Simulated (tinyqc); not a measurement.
Hybridisation of the two arcs: two-node Weyl semimetal on a cubic lattice and its slab.

H = d.s with dx = t sin kx, dy = t sin ky, dz = m (2 - cos kx - cos ky) + M(kz), M = tz (cos k0 - cos kz), k in 1/a. Nodes at (0, 0, +/-k0). Berry curvature of the lower band along z: Omega = d.(dd/dkx x dd/dky)/(2|d|^3), in the sense curl of i<u|grad u>.

Slab of N layers along x with hard walls: layer block t sin(ky) sy + (m (2 - cos ky) + M(kz)) sz, block to the next layer t sx/(2i) - m sz/2.

Inputs chosen for the exercise: t = 1.45 eV (hopping in sx and sy); m = 1.33 eV (mass term); tz = 0.63 eV (hopping along z); k0 = 2.34 1/a (position of the nodes).

ky = 0, kz = 0; lowest positive level against the number of layers. On a half space the amplitudes are z1^n - z2^n with z the roots of (t + m) z^2/2 - (m + M) z + (m - t)/2 = 0.

Level:
```
N      E (eV)
3     0.03063
4     0.01029
5    0.003259
6    0.001058
8   0.0001097
10  1.139e-05
12  1.183e-06
```

z1, z2: 0.3223  -0.1339

What can be read from this table?

The larger root has |z| = 0.3223, so the level should fall by about |z|^2 = 0.104 for two more layers; from 10 to 12 it changes by a factor 0.104.

Computed by tinyqc, a small Python program: `OMP_NUM_THREADS=1 python tinyqc.py 1480412 1480413 out.jsonl` (the numbers bound the seed that draws the inputs); one thread of a shared host (Intel(R) Xeon(R) Processor @ 2.30GHz), about 0.2 s for the whole set of steps.
